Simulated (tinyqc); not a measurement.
What each parameter does: six-band k.p model of the valence band of a wurtzite crystal.

At k = 0: E1 = D1c + D2c + Te + Le (pure HH); E2, E3 = Le + u +/- sqrt(u^2 + 2 D3c^2), u = (D1c - D2c + Te)/2, D1c = Dcr, D2c = D3c = Dso/3. The weight of LH in state 2 is fL = (E2 - Le)^2/((E2 - Le)^2 + 2 D3c^2). Relative strengths of transitions to the conduction band: for E perpendicular to c (TE) 1/2, fL/2, (1 - fL)/2; for E along c (TM) 0, 1 - fL, fL, with one momentum element for both directions.

Strain of a c-plane layer: exx = eyy = e_par, ezz = -2 (C13/C33) e_par; Le = D1 ezz + D2 (exx + eyy), Te = D3 ezz + D4 (exx + eyy).

Conduction edge: Ec = (top of the unstrained valence band) + Eg + (a1 + D1) ezz + (a2 + D2)(exx + eyy).

Values chosen for the exercise (near those of AlGaN; not measured data): Dcr = -0.0547 eV (crystal-field splitting); Dso = 0.0173 eV (spin-orbit splitting); Eg = 4.54 eV (direct gap at Gamma from the top of the unstrained valence band); a1 = -4.35 eV (gap potential along c); a2 = -11.56 eV (gap potential in the plane); D1 = -8.39 eV; D2 = 5.51 eV; D3 = 8.11 eV; D4 = -4.2 eV; C13 = 107 GPa; C33 = 380 GPa; e_par = 0.0014 (exx = eyy of a c-plane layer).

Splittings at k = 0 under the strain, fL and the lowest transition.

Results for these values:
```
case  E1 - E2 (meV)  E1 - E3 (meV)      fL  lowest transition (eV)
base         -67.92          12.37  0.0104                  4.5113
```

What happens to each result for Dcr = -0.06564 eV, all else kept?

Answer: E1 - E2 falls from -67.92 to -78.76; E1 - E3 falls from 12.37 to 12.27; fL falls from 0.0104 to 0.0081; lowest transition falls from 4.5113 to 4.5112.

The same for each parameter in turn:
```
case               E1 - E2 (meV)  E1 - E3 (meV)      fL  lowest transition (eV)
base                      -67.92          12.37  0.0104                  4.5113
C33 = 456 GPa             -66.87          12.38  0.0107                  4.5107
C13 = 85.6 GPa            -66.66          12.38  0.0108                  4.5106
D3 = 6.488 eV             -66.66          12.38  0.0108                  4.5113
e_par = 0.00168           -71.52          12.33  0.0096                  4.5056
Dcr = -0.06564 eV         -78.76          12.27  0.0081                  4.5112
a2 = -9.248 eV            -67.92          12.37  0.0104                  4.5178
D4 = -3.36 eV             -65.60          12.40  0.0111                  4.5113
Dso = 0.02076 eV          -67.12          15.02  0.0144                  4.5114
```

D1 and D2 shift all valence edges and the conduction edge alike, so they drop out of splittings and transitions.

tinyqc: `OMP_NUM_THREADS=1 python tinyqc.py 1050295 1050296 out.jsonl`; about 0.01 s, one thread, shared Intel(R) Xeon(R) Processor @ 2.30GHz.
